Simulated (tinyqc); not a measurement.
MOS capacitor on an n-type substrate, surface potential from the exact charge relation: one step of the calculation.

Uniform n-type substrate, Boltzmann statistics, full ionisation, classical densities. psi is the surface potential against the body (positive when the bands bend down) and u = -psi/Vt. Traps are spread evenly over the gap and neutral at flat band, so their charge is -q Dit psi; the minority quasi-Fermi level is shifted by Vb.

Question. Charges, field and capacitances at the solution. ni = sqrt(Nc Nv) exp(-Eg/(2 Vt)), Eg in volts; phiF = Vt ln(N/ni); Cox = eps0 eox/tox; Vfb = phiM - chi - Vt ln(Nc/N) - q Nf/Cox; Q0 = sqrt(2 eps0 eps_r q N Vt); r = (ni/N)^2 exp(-Vb/Vt); VT = Vfb - [(2 phiF + Vb)(1 + q Dit/Cox) + sqrt(2 eps0 eps_r q N (2 phiF + Vb))/Cox].

u = -psi/Vt; F^2 = exp(-u) + u - 1 + r (exp(u) - u - 1); Qs = +sign(u) Q0 F; Cs = -dQs/dpsi = (Q0/Vt) |1 - exp(-u) + r (exp(u) - 1)|/(2 F). Low frequency: 1/C_LF = 1/Cox + 1/(Cs + q Dit). High frequency, in the simple estimate in which traps and minority carriers do not follow: 1/C_HF = 1/Cox + 1/Cd, Cd being Cs with r = 0 at the same psi. Minority sheet density N_inv = (Q0/(2 q)) int_0^u r (exp(t) - 1)/F(t) dt for u > 0. Oxide field |Qs - q Dit psi + q Nf|/(eps0 eox).

Inputs (values chosen for the exercise); band and dielectric values close to those of silicon: temperature T = 300 K; band gap Eg = 1.11 eV; relative permittivity eps_r = 11.7; conduction-band density of states at T Nc = 2.83e19 cm^-3; valence-band density of states at T Nv = 2.6e19 cm^-3; donor density of the substrate N = 3.1e17 cm^-3; relative permittivity of the gate insulator (close to silicon dioxide) eox = 3.9; insulator thickness tox = 5.9 nm; fixed charge at the interface, in units of q Nf = -6e10 cm^-2; density of interface traps Dit = 0 cm^-2 eV^-1; reverse bias of the inversion layer against the body Vb = 0 V.

Constants: q = 1.602176634e-19 C, kB = 1.380649e-23 J/K, Vt = kB T/q, eps0 = 8.8541878128e-14 F/cm where lengths are in cm. Results are converted to the units shown.

converged psi = -0.55938114 V

Wanted: Qs; N_inv; oxide field; Cs; C_LF/Cox; C_HF/Cox.

Answer.

Qs = 234.3 nC/cm^2
N_inv = 1.566e5 cm^-2
oxide field = 0.6507 MV/cm
Cs = 0.2196 uF/cm^2
C_LF/Cox = 0.2728
C_HF/Cox = 0.2728

The surface is in weak inversion (borders at |psi| = 0, phiF + Vb and 2 phiF + Vb = 0.879 V).

tinyqc, about 0.01 s, one thread, Intel Xeon 2.30GHz (shared host): `OMP_NUM_THREADS=1 python tinyqc.py 2060094 2060095 out.jsonl`
